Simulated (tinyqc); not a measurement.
Electron-beam lithography: double-Gaussian proximity function, edge placement and dose correction for parallel lines: one step, computed by the program tinyqc.

Lines are infinitely long. Absorbed energy is counted so that the middle of a very large area written at dose 1 receives 1; the resist develops where it exceeds 1/2.

Problem. Dose correction. Uncorrected edge energies are M 1. Solve M d = 1/2 for the doses d that put the mean edge energy of every line at the threshold.

M:
```
,1,2,3,4
1,0.2561782,0.0060019,0.0081402,0.1466021
2,0.0061353,0.2560440,0.0084050,0.1617396
3,0.0058504,0.0059093,0.2585945,0.1869726
4,0.0037145,0.0039133,0.0061991,0.4436394
```

Give: edge energies at dose 1; corrected doses; largest over smallest dose.

Solution.

edge energies at dose 1: 1 0.41692, 2 0.43232, 3 0.45733, 4 0.45747

corrected doses: 1 1.2649, 2 1.1978, 3 1.0889, 4 1.0907

largest over smallest dose = 1.1616
